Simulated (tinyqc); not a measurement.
Inside a calculation. Method: plane-wave Kohn-Sham cycle with exchange-only LDA in a layered model solid. One step of it, computed by the program tinyqc.

Task: Iteration 2: potential. V_H(G) = 4 pi rho(G)/G^2 for G != 0 (uniform background); v_x = -(3 rho/pi)^(1/3); V = V_ext + V_H + v_x; Fourier components f(G_m) = (1/N) sum_j f(x_j) exp(-i G_m x_j).

A solid whose potential varies along x alone (atomic units):
```
parameter                      value
period a                   13.300000
cross-section of the cell  12.000000
electrons per cell                 4
grid points                       16
plane waves -n..n, n               3
k points                           4
V1 in V1 cos(2 pi x/a)     -0.310000
V2 in V2 cos(4 pi x/a)      0.110000
```

density after iteration 1 (e/bohr^3): 0.03269071  0.03762605  0.04466089  0.04165701  0.02854290  0.01523847  0.00804047  0.00572909  0.00532202  0.00572909  0.00804047  0.01523847  0.02854290  0.04165701  0.04466089  0.03762605

Give: Potentials on the grid; V(G_m), m = 0, 1, 2, ....

Result:

Potentials on the grid (hartree):
```
x          V_ext      V_H      v_x        V
0.0000   -0.2000   1.0043  -0.3149   0.4894
0.8313   -0.2086   0.9673  -0.3300   0.4287
1.6625   -0.2192   0.8194  -0.3494   0.2509
2.4937   -0.1964   0.5092  -0.3414  -0.0285
3.3250   -0.1100   0.0627  -0.3009  -0.3482
4.1562    0.0409  -0.4141  -0.2441  -0.6174
4.9875    0.2192  -0.8104  -0.1973  -0.7884
5.8187    0.3642  -1.0624  -0.1762  -0.8744
6.6500    0.4200  -1.1478  -0.1719  -0.8998
7.4813    0.3642  -1.0624  -0.1762  -0.8744
8.3125    0.2192  -0.8104  -0.1973  -0.7884
9.1438    0.0409  -0.4141  -0.2441  -0.6174
9.9750   -0.1100   0.0627  -0.3009  -0.3482
10.8063  -0.1964   0.5092  -0.3414  -0.0285
11.6375  -0.2192   0.8194  -0.3494   0.2509
12.4688  -0.2086   0.9673  -0.3300   0.4287
```

V(G_m), m = 0, 1, 2, ... (hartree): -0.2728  0.3573  0.0356  -0.0107  -0.0020  0.0006  0.0002
